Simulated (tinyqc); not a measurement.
Joint density of states against eps2: interband optics of a two-band s-p chain from momentum matrix elements.

H(k) = [[Es - 2 ts cos ka, 2i V sin ka], [-2i V sin ka, Ep_ + 2 tp cos ka]] in the basis s, p; the lower band is full, with two electrons a cell. The velocity operator times hbar is W = dH/dk (eV angstrom); intra-atomic dipoles are left out.

With w(k) = |<c|W|v>|^2 and D(k) = Ec - Ev, on the mesh k_j = (j + 1/2)/N (2 pi/a): eps(E) = 1 + (8 pi e2/(a Ar)) mean_j (w/D^2) [1/(D - E - i eta) + 1/(D + E + i eta)], e2 = e^2/(4 pi eps0); light polarised along the chains, no local fields.

Constants: e^2/(4 pi eps0) = 14.39964547 eV angstrom.

Parameters, chosen for this exercise:
- a = 3.29 angstrom (period)
- Es = 2.79 eV (upper orbital (s))
- Ep_ = -2.48 eV (lower orbital (p))
- ts = 0.25 eV (s-s hopping)
- tp = 0.56 eV (p-p hopping)
- V = 1.7 eV (s-p hopping)
- Ar = 6.5 angstrom^2 (cross-section per chain)
- eta = 0.15 eV (Lorentzian half width)

Mesh of 2000 points. J(E) = mean of (eta/pi)/((E - D)^2 + eta^2). The fourth column is J times the constant (8 pi^2 e2/(a Ar)) mean(w/D^2). R = |(sqrt(eps) - 1)/(sqrt(eps) + 1)|^2.

Spectrum:

| E (eV) | J (1/eV) | eps2 | eps2 with constant element | eps1 | R |
|---|---|---|---|---|---|
| 3.05 | 0.011 | 3.572 | 0.937 | 24.882 | 0.446 |
| 3.62 | 0.101 | 43.499 | 8.369 | 39.936 | 0.620 |
| 4.19 | 0.093 | 24.592 | 7.635 | -9.985 | 0.654 |
| 4.75 | 0.077 | 11.084 | 6.346 | -7.497 | 0.615 |
| 5.32 | 0.074 | 5.837 | 6.092 | -3.535 | 0.506 |
| 5.89 | 0.078 | 3.688 | 6.434 | 0.751 | 0.226 |
| 6.46 | 0.100 | 4.530 | 8.270 | 7.816 | 0.267 |
| 7.03 | 0.297 | 26.594 | 24.511 | -0.957 | 0.588 |
| 7.60 | 0.251 | 11.905 | 20.733 | -9.519 | 0.655 |
| 8.16 | 0.299 | 7.003 | 24.666 | -8.665 | 0.690 |
| 8.73 | 0.338 | 4.015 | 27.917 | -9.694 | 0.802 |
| 9.30 | 0.033 | 0.693 | 2.735 | -6.083 | 0.924 |

Transitions span 3.650 to 8.700 eV. Among the energies listed J peaks at 8.73 eV and eps2 at 3.62 eV. The ratio of eps2 to the constant-element value is 3.22 at 4.19 eV and 0.28 at 8.16 eV: w/D^2 is 9.392 angstrom^2 at the zone centre and 2.636 at the edge.

(tinyqc, `OMP_NUM_THREADS=1 python tinyqc.py 1651097 1651098 out.jsonl`, Intel(R) Xeon(R) Processor @ 2.30GHz, 1 thread, shared host, about 0.01 s.)
